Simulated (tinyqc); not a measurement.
Temperatures in a stack of 2 dies with leakage feedback: one step of the calculation.

One-dimensional heat flow to a sink below die 0. The power of each die is released in a plane at its top; from the plane of die j > 0 heat crosses its silicon (ts), a bond layer and the wiring of die j - 1; from die 0 it crosses t0, paste and sink. Copper shares the path through bond and wiring in parallel: k_eff = fm km + (1 - fm) k. Silicon is taken at the temperature of the plane above it. Leakage is P_l exp((T - 350 K)/Tl).

Problem. Resistances per area at 300 K. R = thickness/conductivity for each layer.

Inputs (values chosen for the exercise); conductivities of the order met in silicon, wiring layers, bonds and pastes: conductivity of silicon at 300 K k0 = 139 W/(m K); thickness of a thinned die ts = 20 um; thickness of the die next to the sink t0 = 500 um; thickness of the wiring layers tb = 13 um; conductivity of the wiring layers kb = 1.4 W/(m K); thickness of a bond layer tg = 2 um; conductivity of the bond dielectric kg = 0.9 W/(m K); area share of copper through bond and wiring fm = 0; conductivity of copper km = 390 W/(m K); paste and lid Rt = 0.07 K cm^2/W; heat sink Rs = 0.77 K cm^2/W.

Find: thick die; thinned die; k_eff of the bond; k_eff of the wiring; bond plus wiring; paste plus sink.

Solution.

thick die = 0.035971 K cm^2/W
thinned die = 0.0014388 K cm^2/W
k_eff of the bond = 0.90000 W/(m K)
k_eff of the wiring = 1.4000 W/(m K)
bond plus wiring = 0.11508 K cm^2/W
paste plus sink = 0.84000 K cm^2/W

tinyqc, about 0.04 s, one thread, Intel Xeon 2.30GHz (shared host): `OMP_NUM_THREADS=1 python tinyqc.py 2162149 2162150 out.jsonl`
